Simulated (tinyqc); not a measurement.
Plane-averaged potentials: correction of a charged-defect supercell by a model charge and potential alignment (plane-averaged potentials). Computed by tinyqc, a small Python program. Command: `OMP_NUM_THREADS=1 python tinyqc.py 3112068 3112069 out.jsonl align walk`. One thread of a shared host (Intel(R) Xeon(R) Processor @ 2.30GHz), about 0.01 s of CPU time with the checks.

The "true" defect charge is (1 - x) q in a Gaussian of width sigma plus x q in one of width sigma_t, so the exact answer is known; the correction sees only a single model Gaussian of width sigma_m. A Gaussian of width s has the transform rho(G) = exp(-G^2 s^2/2), normalised to 1. A uniform background cancels q, so G = 0 is left out. Potentials are those felt by a unit positive charge. E_0 is the formation energy of the isolated defect, E_cell its value in the supercell, E_lat = E_iso - E_per of the model charge, C the true less the model potential far from the defect; the exact correction is E_0 - E_cell, and the error of a scheme is E_cell plus its correction less E_0.

Inputs (values chosen for the exercise, with screening close to that of silicon): defect charge q = 1 e; dielectric constant eps = 11.9; edge of the cubic cell L = 18.1 angstrom; width sigma of the true defect charge = 1.4 angstrom; width sigma_m of the model charge = 0.97 angstrom; share x of the charge in a wide tail = 0; width sigma_t of the tail = 2.4 angstrom.

Constants: e^2/(4 pi eps_0) = 14.39964548 eV angstrom.

Method. Plane-averaged potential at distance z from the defect: V(z) = (4 pi q/(eps L^3)) (e^2/(4 pi eps_0 e)) sum_(m != 0) rho(G_m) cos(G_m z)/G_m^2, G_m = 2 pi m/L, |m| <= 40.

Potentials (V):
```
z/L   z (angstrom)       true      model  difference
0.00         0.000   0.046599   0.053254  -0.0066556
0.05         0.905   0.042413   0.047008  -0.0045948
0.10         1.810   0.031714   0.032867  -0.0011536
0.15         2.715   0.018317   0.017624   0.0006928
0.20         3.620   0.005214   0.004006   0.0012081
0.25         4.525  -0.006249  -0.007545   0.0012960
0.30         5.430  -0.015690  -0.016996   0.0013059
0.35         6.335  -0.023040  -0.024347   0.0013066
0.40         7.240  -0.028291  -0.029598   0.0013067
0.45         8.145  -0.031441  -0.032748   0.0013067
0.50         9.050  -0.032492  -0.033798   0.0013067
```

What follows from these numbers?

The difference moves by 0.00 mV between z/L = 0.4 and 0.5: a plateau.
